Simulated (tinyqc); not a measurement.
Admittance spectroscopy of a deep trap: one step of the calculation.

Schottky contact on an n-type layer with shallow donors Nd (all ionised) and a donor-like deep trap, neutral when filled and positive when empty; depletion approximation. Traps within lam of the depletion edge stay filled. The traps at xt = W - lam, where the level crosses the Fermi level, follow a slow signal and not a fast one. w = 2 pi f.

Task. Admittance at the signal frequency. Emission rate en = sn vth(T) Nc(T) exp(-Et/kB T) = sn g T^2 exp(-Et/kB T), g = vth Nc/(300 K)^2, as vth goes as T^0.5 and Nc as T^1.5 (degeneracy factor 1). Inflection frequency w0 = 2 en [1 + Nt xt/(Nd W)]; C = C_HF + (C_LF - C_HF)/(1 + (w/w0)^2), G/w = (C_LF - C_HF)(w/w0)/(1 + (w/w0)^2).

Parameters, values chosen for the exercise; material values close to those of silicon:
- Nc = 2.79e19 cm^-3 (conduction-band density of states at 300 K)
- vth = 2.4e7 cm/s (thermal velocity at 300 K)
- Nd = 8.4e14 cm^-3 (shallow donor density)
- Et = 0.21 eV (depth of the trap below the conduction edge)
- sn = 8.8e-15 cm^2 (capture cross-section)
- Nt = 1.3e14 cm^-3 (trap density)
- f = 490 Hz (signal frequency)
- T = 119 K (temperature)

Constants: q = 1.602176634e-19 C, kB = 1.380649e-23 J/K. Results are converted to the units shown.

W = 1269.9943 nm
xt = 841.12792 nm
C_HF = 8.2964812 nF/cm^2
C_LF = 8.6897591 nF/cm^2

Give: en; w0/(2 pi); C; G/w.

Result.

en = 1184 1/s
w0/(2 pi) = 415.6 Hz
C = 8.461 nF/cm^2
G/w = 0.1940 nF/cm^2

The signal lies near the inflection, where the loss is largest.

Computed by the program tinyqc: `OMP_NUM_THREADS=1 python tinyqc.py 2050008 2050009 out.jsonl`, one thread of a shared Intel Xeon 2.30GHz, about 0.01 s for the whole run.
